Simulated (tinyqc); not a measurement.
## Double-gate transistor below threshold, two-dimensional Poisson equation on a small mesh: refining the mesh

Half of a symmetric double-gate structure: row 0 is the mid-plane of the body, where the normal field vanishes. Mobile charge is neglected (subthreshold), the body is fully depleted, and potentials are counted from the intrinsic level; rows run upward to the gate, columns from source to drain.

The mesh has 2 c steps in the semiconductor (rows from 0 up to the interface), c steps in the insulator and 8 c along the channel, each uniform. Box integration, divided by eps0: up_i = eps hy/h of the interval above row i, dn_i = that of the interval below (0 for row 0), lat_i = (sum of eps h/2 over the intervals above and below)/hy, s_i = -q Na w_i hy/eps0 with w_i the semiconductor height of the box (hs/2 for row 0 and the interface row, hs between, 0 in the insulator). Each free node obeys (up + dn + 2 lat) psi = up psi(above) + dn psi(below) + lat [psi(left) + psi(right)] + s. Fixed values: gate row Vg - Vfb; column 0 at Vbi and the last column at Vbi + Vd in the semiconductor, each running linearly to Vg - Vfb across the insulator. The system is solved directly; psi is read on row 0 at mid-channel.

Values chosen for this exercise; semiconductor permittivity close to that of In0.53Ga0.47As:

| symbol | value | unit | meaning |
|---|---|---|---|
| eps_r | 13.9 |  | relative permittivity of the semiconductor |
| eox | 9 |  | relative permittivity of the insulator |
| tb | 5 | nm | half the body thickness |
| tox | 2.7 | nm | insulator thickness |
| L | 24 | nm | channel length |
| Na | 0 | cm^-3 | acceptor density of the depleted body |
| Vbi | 0.54 | V | potential of the source |
| Vfb | 0.12 | V | gate offset |
| Vg | 0.1 | V | gate voltage |
| Vd | 0.3 | V | drain voltage |

Constants: q = 1.602176634e-19 C, eps0 = 8.8541878128e-14 F/cm where lengths are in cm. Results are converted to the units shown.

Result of one run:
```
unknowns	psi at mid-channel (V)	d psi/dVg
372	0.1705	0.7317
```

Which refinement factor c gave this result: 1, 2, 3, 4 or 8?

c = 4.

The whole series:
```
c	unknowns	psi at mid-channel (V)	d psi/dVg
1	21	0.1814	0.7164
2	90	0.1727	0.7286
3	207	0.1711	0.7309
4	372	0.1705	0.7317
6	846	0.1701	0.7323
8	1512	0.1700	0.7325
12	3420	0.1699	0.7326
```

psi at mid-channel goes from 0.1814 V on the coarsest mesh to 0.1699 V on the finest, a difference of 12 mV. d psi/dVg changes by 0.012 from c = 1 to 2, by 0.0031 from 2 to 4 and by 7.8e-4 from 4 to 8, a ratio of 4.0 between the last two, near the 4 of a second-order scheme.

Program tinyqc, `OMP_NUM_THREADS=1 python tinyqc.py 2480030 2480031 out.jsonl`; Intel Xeon 2.30GHz, shared host, one thread, about 0.1 s.
